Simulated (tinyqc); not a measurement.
Floating body of a partially depleted SOI transistor: body voltage and kink: two steps of the calculation.

Source at 0 V. Channel current Ic = 2 nf K Vt^2 [F(0) - F(Vd)](1 + la Vd), F(V) = ln^2(1 + exp((Vg - VT - nf V)/(2 nf Vt))), VT = VT0 - gb Vb. Saturation voltage Vs = 2 Vt sqrt(F(0)) + 3 Vt, excess Ve = (Vd - Vs + sqrt((Vd - Vs)^2 + 0.0004 V^2))/2, multiplication M1 = Ai Ve exp(-Bl/Ve). Each junction passes D(v) = J1 (exp(v/Vt) - 1) + J2 (exp(v/(2 Vt)) - 1). Bipolar current Ib = bb J1 (exp(Vb/Vt) - 1). The body settles where M1 (Ic + Ib) = D(Vb) + D(Vb - Vd) + Vb/Rb; drain current Id = (1 + M1)(Ic + Ib) - D(Vb - Vd).

Parameters, values chosen for the exercise; values of the order met in partially depleted silicon-on-insulator transistors:
- T = 300 K (temperature)
- VT0 = 0.49 V (threshold at zero body voltage)
- gb = 0.28 (fall of the threshold per volt of body voltage)
- nf = 1.39 (slope factor)
- K = 180 uA/(V^2 um) (gain factor per width)
- la = 0.04 1/V (channel-length modulation factor)
- Ai = 2.61 1/V (impact-ionisation prefactor)
- Bl = 6.9 V (impact-ionisation voltage)
- J1 = 5.6e-13 uA/um (diffusion saturation current of each junction)
- J2 = 5.1e-9 uA/um (recombination saturation current of each junction)
- bb = 1 (gain of the lateral bipolar transistor on the diffusion current)
- Rb = 3e5 kohm um (resistance of a weak body tie to the source (1e9 stands for no tie, and the term is then dropped))
- Vg = 0.9 V (gate voltage)
- Vd = 1.1 V (drain voltage)

Constants: q = 1.602176634e-19 C, kB = 1.380649e-23 J/K, Vt = kB T/q. Results are converted to the units shown.

Problem 1. New Vb. Current into the body I_in = M1 (Ic + Ib) - D(Vb - Vd), current out I_out = D(Vb) + Vb/Rb; f = ln(I_in/I_out), s = df/dVb by central differences over 1e-5 V, Vb(new) = Vb - f/s.

Vb after iteration 1 = 0.27959051 V

Give: Ic; Ve; M1; I_in; I_out; f; s; Vb after iteration 2.

Solution 1.

Ic = 16.12 uA/um
Ve = 0.6713 V
M1 = 6.016e-5
I_in = 9.698e-4 uA/um
I_out = 9.331e-4 uA/um
f = 0.03858
s = -5.832 1/V
Vb after iteration 2 = 0.2862 V

Problem 2. Drain current with floating and with grounded body. Id and VT at the converged Vb, Id at Vb = 0, their ratio, and the bipolar share Ib/(Ic + Ib).

converged Vb = 0.28624152 V

Find: VT; Id, floating; Id, grounded; ratio; bipolar share.

Solution 2.

VT = 0.40985 V
Id, floating = 16.246 uA/um
Id, grounded = 11.378 uA/um
ratio = 1.4278
bipolar share = 2.2187e-7 %

The body rises to 0.286 V and lowers the threshold by 80.1 mV.

Range of the model: The multiplication law is an empirical form chosen for the exercise; self-heating and capacitive coupling to the body are left out, and the linear laws are rough once Vb passes about 0.7 V or M1 about 0.1.

Program tinyqc, `OMP_NUM_THREADS=1 python tinyqc.py 2182080 2182081 out.jsonl`; Intel Xeon 2.30GHz, shared host, one thread, about 0.2 s.
